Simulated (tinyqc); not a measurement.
Short-channel transistor, virtual-source model with series resistance: two steps of the calculation.

The current per gate width is the charge at the top of the source barrier (the virtual source) times its velocity times a saturation function; al and be are fitting constants of the model. Units: I in uA/um, Rs in ohm um, so I Rs = 1e-6 I Rs in volts; Q in uC/cm^2, so I = 1e-4 Q vx0 Fsat with vx0 in cm/s.

Parameters, values chosen for the exercise: temperature T = 400 K; inversion capacitance Cinv = 2.85 uF/cm^2; velocity at the virtual source vx0 = 3.05e7 cm/s; apparent mobility mu = 240 cm^2/(V s); channel length L = 90 nm; threshold at zero drain voltage VT0 = 0.47 V; drain-induced barrier lowering dl = 0.058 V/V; subthreshold factor n0 = 1.18; growth of n with drain voltage nd = 0 1/V; threshold shift (in units of Vt) from weak to strong inversion al = 3.5; sharpness of saturation be = 1.4; series resistance of each contact Rs = 150 ohm um; gate voltage Vgs = 0.47 V; drain voltage Vds = 0.38 V.

Constants: q = 1.602176634e-19 C, kB = 1.380649e-23 J/K, Vt = kB T/q. Results are converted to the units shown.

Problem 1. Current through the series resistance. Intrinsic voltages Vg' = Vgs - I Rs, Vd' = Vds - 2 I Rs. n = n0 + nd Vd', VT = VT0 - dl Vd', Ff = 1/(1 + exp((Vg' - VT + al Vt/2)/(al Vt))), Q = Cinv n Vt ln(1 + exp((Vg' - VT + al Vt Ff)/(n Vt))), Vdsat = (vx0 L/mu)(1 - Ff) + Vt Ff, Fsat = u/(1 + u^be)^(1/be) with u = Vd'/Vdsat, and I(out) = Q vx0 Fsat per width. (Fsat takes the sign of u.) I(new) = I + 0.5 (I(out) - I).

I after iteration 1 = 120.39513 uA/um

Wanted: Vg'; Vd'; VT; Ff; Q; Vdsat; Fsat; I(out); I after iteration 2.

Solution 1.

Vg' = 0.45194 V
Vd' = 0.34388 V
VT = 0.45005 V
Ff = 0.37387
Q = 0.16566 uC/cm^2
Vdsat = 0.72902 V
Fsat = 0.38084
I(out) = 192.43 uA/um
I after iteration 2 = 156.41 uA/um

Problem 2. What the series resistance costs. n = n0 + nd Vd', VT = VT0 - dl Vd', Ff = 1/(1 + exp((Vg' - VT + al Vt/2)/(al Vt))), Q = Cinv n Vt ln(1 + exp((Vg' - VT + al Vt Ff)/(n Vt))), Vdsat = (vx0 L/mu)(1 - Ff) + Vt Ff, Fsat = u/(1 + u^be)^(1/be) with u = Vd'/Vdsat, and I = Q vx0 Fsat per width. I0 is the current for Rs = 0. Effective velocity I/Q; transit time L Q/I.

converged I = 173.14293 uA/um
I0 = 240.79027 uA/um

Give: loss against I0; effective velocity; transit time.

Solution 2.

loss against I0 = 28.09 %
effective velocity = 1.144e7 cm/s
transit time = 0.7867 ps

Numbers from tinyqc (`OMP_NUM_THREADS=1 python tinyqc.py 2380034 2380035 out.jsonl`; about 0.01 s on one thread of a shared Intel Xeon 2.30GHz).
